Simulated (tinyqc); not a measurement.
Trench capacitor in an array: capacitance, non-linearity, leakage and relaxation: one step of the calculation.

A film between two metal electrodes, each interface adding a series capacitance ci. The small-signal permittivity is ek (1 + aq E^2); the field is found with the linear permittivity. Leakage J = J0 sinh(E/Ef). After a voltage step the film passes a relaxation current kr C V tt^(-nr), tt being the time in seconds. The sidewall is a coaxial capacitor with radii a = dm/2 - t and b = dm/2, depth AR dm; the end face is left out.

Problem. Planar capacitance, field and non-linearity. Planar film: Cf = eps0 ek/t, 1/C = 1/Cf + 2/ci, EOT = 3.9 eps0/C, effective permittivity C t/eps0, E = (V/t) C/Cf; quadratic coefficient [C(V)/C - 1]/V^2 with Cf (1 + aq E^2) in C(V).

Parameters, values chosen for the exercise; permittivity of the order of that of titanium dioxide:
```
symbol,value,unit,meaning
ek,74.4,,relative permittivity of the film
t,16,nm,film thickness
ci,1000,uF/cm^2,capacitance of each electrode interface (dead layer and screening)
aq,0.021,cm^2/MV^2,quadratic field coefficient of the permittivity
V,2.4,V,bias
J0,2.6e-10,A/cm^2,leakage prefactor
Ef,0.22,MV/cm,field for an e-fold rise of the leakage
```

Constants: eps0 = 8.8541878128e-14 F/cm where lengths are in cm. Results are converted to the units shown.

Wanted: Cf; C; EOT; effective permittivity; E; quadratic coefficient; J.

Solution.

Cf = 4.117 uF/cm^2
C = 4.084 uF/cm^2
EOT = 0.8456 nm
effective permittivity = 73.79
E = 1.488 MV/cm
quadratic coefficient = 8001 ppm/V^2
J = 1.124e-7 A/cm^2

The interfaces take 0.817 % of the voltage.

Computed by the program tinyqc: `OMP_NUM_THREADS=1 python tinyqc.py 2102151 2102152 out.jsonl`, one thread of a shared Intel Xeon 2.30GHz, about 0.01 s for the whole run.
